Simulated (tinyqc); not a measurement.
Three ways to the same curve: density of states of one tight-binding band on the triangular lattice.

E(k) = -2 t (cos 2 pi k1 + cos 2 pi k2 + cos 2 pi (k1 + k2)); k in fractions of the reciprocal vectors, mesh k_i = j/N with j = 0 .. N-1. Densities are per cell and per spin, so the band holds one state.

Each cell of the mesh is cut along (i+1, j)-(i, j+1) into two triangles. For corner energies e1 <= e2 <= e3 and eij = ei - ej, the share of the triangle below E is n = (E - e1)^2/(e21 e31) for e1 < E < e2 and n = 1 - (e3 - E)^2/(e31 e32) for e2 < E < e3; its density of states is g = dn/dE.

Gaussian broadening: g(E) = mean over the mesh of exp(-(E - E_k)^2/(2 sigma^2))/(sigma sqrt(2 pi)), n(E) = mean of erfc((E_k - E)/(sigma sqrt 2))/2.

Values chosen for the exercise: t = 1.37 eV (nearest hopping); N2 = 24 (mesh points along each axis in this comparison); sigma = 0.411 eV (Gaussian width).

N = N2 here; the reference is the linear method with N = 240.

g(E) (1/eV):

| E (eV) | reference | linear triangles | Gaussian, sigma | Gaussian, sigma/4 | reference n(E) |
|---|---|---|---|---|---|
| -7.098 | 0.036 | 0.037 | 0.036 | 0.032 | 0.039 |
| -5.977 | 0.039 | 0.039 | 0.040 | 0.095 | 0.081 |
| -4.857 | 0.043 | 0.043 | 0.045 | 0.059 | 0.127 |
| -3.736 | 0.047 | 0.047 | 0.051 | 0.097 | 0.177 |
| -2.615 | 0.053 | 0.053 | 0.057 | 0.104 | 0.233 |
| -1.494 | 0.061 | 0.061 | 0.062 | 0.038 | 0.296 |
| -0.373 | 0.073 | 0.072 | 0.072 | 0.020 | 0.371 |
| 0.748 | 0.092 | 0.091 | 0.092 | 0.066 | 0.462 |
| 2.990 | 0.216 | 0.213 | 0.213 | 0.119 | 0.817 |

Give the missing row, E (eV) = 1.869.

Computed row:
```
E (eV)  reference  linear triangles  Gaussian, sigma  Gaussian, sigma/4  reference n(E)
1.869       0.134             0.131            0.143              0.145           0.584
```

Root-mean-square errors against the reference: 0.0013 for linear triangles, 0.0039 for sigma and 0.0470 for sigma/4. The narrow Gaussian is worse than the wide one, because it resolves the separate mesh levels. The reference is highest at 2.990 eV of the energies listed, and half filling lies between 0.748 and 1.869 eV.

(tinyqc, `OMP_NUM_THREADS=1 python tinyqc.py 1680309 1680310 out.jsonl`, Intel(R) Xeon(R) Processor @ 2.30GHz, 1 thread, shared host, about 0.09 s.)
